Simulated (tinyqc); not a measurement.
# Fully depleted semiconductor-on-insulator film with two gates, non-linear Poisson equation by Newton steps: what changes with what

One dimension across the film, front interface at x = 0, back interface at x = ts. psi is counted from the intrinsic level, n = ni exp(psi/Vt) (source grounded), holes neglected, acceptors ionised. Gates act through Cox = eps0 eox/tox and Cbox = 3.9 eps0/tb with potentials G1 = Vg - (phiM - chi - Vt ln(Nc/ni)) and G2 = Vb - (phiB - chi - Vt ln(Nc/ni)). Classical Boltzmann densities, no interface charge, no depletion in the back plane.

Inputs (values chosen for the exercise); band and dielectric values close to those of silicon:
- T = 300 K (temperature)
- Eg = 1.14 eV (band gap)
- eps_r = 11.7 (relative permittivity)
- Nc = 2.8e19 cm^-3 (conduction-band density of states at T)
- Nv = 2.6e19 cm^-3 (valence-band density of states at T)
- chi = 4.07 eV (electron affinity)
- eox = 3.9 (relative permittivity of the gate insulator (close to silicon dioxide))
- tox = 1.3 nm (insulator thickness)
- ts = 25 nm (film thickness)
- tb = 59 nm (buried-oxide thickness (eps_r 3.9))
- Na = 1e15 cm^-3 (acceptor density of the film)
- phiM = 4.76 eV (work function of the front gate)
- phiB = 4.57 eV (work function of the back plane)
- Vb = 0 V (back-gate voltage)

Constants: q = 1.602176634e-19 C, kB = 1.380649e-23 J/K, Vt = kB T/q, eps0 = 8.8541878128e-14 F/cm where lengths are in cm. Results are converted to the units shown.

Each table varies one quantity; the others keep the values above.

## Charge against front-gate voltage

ni = sqrt(Nc Nv) exp(-Eg/(2 Vt)), Eg in volts. The Poisson equation eps0 eps_r d2psi/dx2 = q (n + Na), with -eps0 eps_r dpsi/dx = Cox (G1 - psi) at x = 0 and eps0 eps_r dpsi/dx = Cbox (G2 - psi) at x = ts, is solved on 300 equal intervals with half boxes at both ends; N_inv is the trapezoid sum of n. Swing = ln 10/(d ln N_inv/dVg); the last column is (dN_inv/dVb)/(dN_inv/dVg).

Charge against front-gate voltage:
columns A: Vg (V); B: psi front (V); C: psi back (V); D: N_inv (cm^-2); E: centroid/ts; F: swing (mV/decade); G: q dN_inv/dVg over Cox; H: back/front leverage
```
A          B       C        D       E       F        G       H
0.16  0.0414  0.0446   9.44e4   0.510    64.8  2.02e-7  0.0880
0.31   0.189   0.174   1.99e7   0.452    64.3  4.31e-5  0.0797
0.46   0.335   0.302   4.29e9   0.394    65.2  0.00913  0.0713
0.61   0.466   0.390  2.92e11   0.272     132    0.308  0.0476
0.76   0.540   0.405  1.55e12   0.145     326    0.661  0.0298
0.91   0.578   0.408  3.40e12  0.0927     587    0.805  0.0253
1.06   0.602   0.409  5.49e12  0.0682     878    0.868  0.0236
1.21   0.619   0.410  7.70e12  0.0542  1.18e3    0.903  0.0227
1.36   0.632   0.410  9.97e12  0.0451  1.50e3    0.923  0.0222
```

N_inv passes 1e11 cm^-2 at Vg = 0.559 V. The swing starts at 64.8 mV a decade, against (1 + k) Vt ln 10 = 60.7 for a front channel with k = Cs Cbox/(Cox (Cs + Cbox)) = 0.0193, Cs = eps0 eps_r/ts; above threshold this column is no longer a subthreshold swing. The centroid falls from 0.510 to 0.0451 of ts and the leverage of the back gate falls from 0.0880 to 0.0222. For Vg = 0.91, 1.06, 1.21, 1.36 the density at an interface exceeds 0.3 Nc, where Boltzmann statistics fail. For Vg = 0.91, 1.06, 1.21, 1.36 the classical centroid lies within 3 nm of an interface, where confinement, left out, would push it away.

## Threshold and coupling against the insulator thickness

VT is the Vg for N_inv = 1e11 cm^-2; -dVT/dVb from the linearised equation. Limits with Cs = eps0 eps_r/ts: front channel Cs Cbox/(Cox (Cs + Cbox)), back channel Cbox (Cox + Cs)/(Cox Cs). Swing at N_inv = 1e8 cm^-2.

The same in every row: centroid/ts at VT = 0.329.

Results:
```
tox (nm)  VT (V)  -dVT/dVb  front-channel limit  back-channel limit  swing (mV/decade)
0.65       0.553    0.0486              0.00965               0.152               63.5
0.92       0.556    0.0528               0.0137               0.157               63.8
1.3        0.559    0.0587               0.0193               0.163               64.2
1.8        0.564    0.0665               0.0267               0.172               64.6
2.6        0.572    0.0790               0.0386               0.185               65.4
5.2        0.598     0.120               0.0772               0.229               67.8
```

Estimate the missing row, tox = 3.7 nm.

Computed row:
```
tox (nm)  VT (V)  -dVT/dVb  front-channel limit  back-channel limit  swing (mV/decade)
3.7        0.583    0.0962               0.0550               0.204               66.4
```

With this row back in the table: As tox goes from 0.65 to 5.2, VT rises from 0.553 to 0.598 V, the centroid stays near 0.329 of ts and -dVT/dVb rises from 0.0486 to 0.120. The coupling covers 27.3 % of the way from the front-channel to the back-channel limit in the first row and 27.8 % in the last.

Program tinyqc, `OMP_NUM_THREADS=1 python tinyqc.py 2190045 2190046 out.jsonl`; Intel Xeon 2.30GHz, shared host, one thread, about 0.3 s.
